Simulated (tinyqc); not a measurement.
Five-level k.p model folded onto the conduction band: sweeps and comparisons. A value that a table varies takes the place of the one given here.

For k along z and one spin sector the level c couples to four states. With c0 = hbar^2/2m0, P = sqrt(Ep c0), P2 = sqrt(Ep2 c0): diagonal Eg + (1 + Cm) c0 k^2 for c, and 0, -Dso, E7 + D2, E7 for lh, so, G8 up, G7 up (their own dispersion is left out); couplings of c: sqrt(2/3) P k to lh, sqrt(1/3) P k to so, sqrt(2/3) P2 k to G8 up, sqrt(1/3) P2 k to G7 up (phases chosen real).

Expanding E = H_cc + S(E) about Eg in powers of k^2, with s_n = sum_j H_cj^2/(Eg - H_jj)^n: order k^2: e2 = (1 + Cm) c0 k^2 + s1; order k^4: e4 = -s2 e2; order k^6: e6 = s3 e2^2 + s2^2 e2.

Second-order sums for the lowest conduction level at E: 1/m = 1 + Cm + (Ep/3)(2/E + 1/(E + Dso)) - (Ep2/3)(2/(E7 + D2 - E) + 1/(E7 - E)); g/2 = 1 + Cg - (Ep/3)(1/E - 1/(E + Dso)) - (Ep2/3)(1/(E7 - E) - 1/(E7 + D2 - E)). E is counted from the top of the valence band; E = Eg at the edge.

Constants: hbar^2/2m0 = 3.80998211 eV angstrom^2.

Parameters, chosen for this exercise (near those of InSb; shifted at random, so the results belong to these values and not to a real crystal):
- Eg = 0.236 eV (gap at Gamma to the s-like level)
- Dso = 0.818 eV (spin-orbit splitting)
- Ep = 23.4 eV (Kane energy)
- E7 = 3.22 eV (upper Gamma7 conduction level, from the valence top)
- D2 = 0.32 eV (its spin-orbit splitting, Gamma8 above Gamma7)
- Ep2 = 4.4 eV (Kane energy to the upper levels)
- Cm = -1.1 (remote term in 1/m)
- Cg = 0 (remote term in g/2)

## How far the series holds

Energies from Eg; Pk/Eg measures the coupling.

Levels (eV):
```
k (1/angstrom)  Pk/Eg  to k^2   to k^4  to k^6   exact
0.0037          0.148  0.0038   0.0037  0.0037  0.0037
0.0086          0.344  0.0203   0.0187  0.0189  0.0189
0.0134          0.536  0.0493   0.0396  0.0435  0.0422
0.0182          0.728  0.0909   0.0579  0.0823  0.0710
0.0230          0.920  0.1452   0.0610  0.1605  0.1032
0.0279          1.116  0.2136   0.0314  0.3483  0.1384
0.0327          1.308  0.2934  -0.0503  0.7709  0.1744
0.0375          1.500  0.3859  -0.2086  1.6593  0.2114
```

Within 2 % of the exact level stay: the k^2 term up to Pk/Eg = 0.15, the sum to k^4 up to Pk/Eg = 0.34, the sum to k^6 up to Pk/Eg = 0.34. In the last row the errors are +174, -420 and +1448 meV: higher orders make it worse, since the series in k^2 converges only for Pk below about Eg/2 in the two-level limit E = Eg/2 + sqrt(Eg^2/4 + P^2 k^2).

## Mass and g factor above the band edge

The sums are evaluated at E = Eg + dE, as is done for confined or hot electrons.

Results:
```
dE (meV)    m(E)     g(E)  m(E)/m(Eg)  1 + dE/Eg
0         0.0139  -49.396      1.0000     1.0000
6         0.0142  -47.841      1.0239     1.0254
14        0.0147  -45.889      1.0558     1.0593
28        0.0154  -42.770      1.1113     1.1186
42        0.0162  -39.979      1.1667     1.1780
57        0.0170  -37.300      1.2257     1.2415
85        0.0185  -33.002      1.3355     1.3602
```

Over 85 meV the mass grows by 33.6 %, against 36.0 % for two levels alone, and g moves from -49.396 to -33.002, towards the free value 2.

## Six materials (three-level Kane formulas for mass and g factor)

1/m = 1 + (Ep/3)(2/Eg + 1/(Eg + Dso)), g = 2 - (2 Ep/3)(1/Eg - 1/(Eg + Dso)). The inputs are values chosen for the exercise.

Results:
```
case         Eg (eV)  Dso (eV)  Ep (eV)  m (m0)        g   Eg/Ep
A near GaP     2.835     0.081     31.6  0.0830    1.794  0.0897
B near CdTe    1.594     0.916     19.0  0.0872   -0.900  0.0839
C near Ge      0.900     0.290     26.3  0.0359   -2.748  0.0342
D near InSb    0.233     0.813     22.9  0.0135  -48.927  0.0102
E near ZnSe    2.773     0.401     24.7  0.1049    1.250  0.1123
F near InP     1.444     0.108     20.5  0.0673    1.341  0.0704
```

The mass follows the gap: m/(Eg/Ep) lies between 0.93 and 1.33, while m itself spans a factor of 7.7. The order by mass differs from the order by gap. g is negative for B, C and D; it needs Ep Dso > 3 Eg (Eg + Dso). Where g is small, two larger terms cancel: 5 % in Ep moves g by (2 - g)/20, and the levels left out move it by tenths. Remote bands, left out here, make real masses heavier, by up to a half in the wider-gap crystals. All rows are for the Gamma valley, which is not the lowest one in GaP and Ge.

## What each parameter does

Mass and g at E = Eg. Each row changes one parameter from the base and keeps the others.

Results:
```
case            m (m0)         g
base           0.01388  -49.3961
Eg = 0.212 eV  0.01255  -56.5330
Dso = 0.9 eV   0.01399  -50.4645
Ep = 21.06 eV  0.01546  -44.2661
E7 = 2.898 eV  0.01391  -49.4192
D2 = 0.352 eV  0.01388  -49.4047
Ep2 = 4.84 eV  0.01391  -49.4057
```

The largest shifts from the base row, up to three for each result and ties (the steps differ in size, so this ranks the rows, not the parameters). m (m0): Ep +0.00158, Eg -0.00134, Dso +0.00010; unchanged at the printed digits by D2. g: Eg -7.1369, Ep +5.1301, Dso -1.0684.

(tinyqc, `OMP_NUM_THREADS=1 python tinyqc.py 1080617 1080618 out.jsonl`, Intel(R) Xeon(R) Processor @ 2.30GHz, 1 thread, shared host, about 0.01 s.)
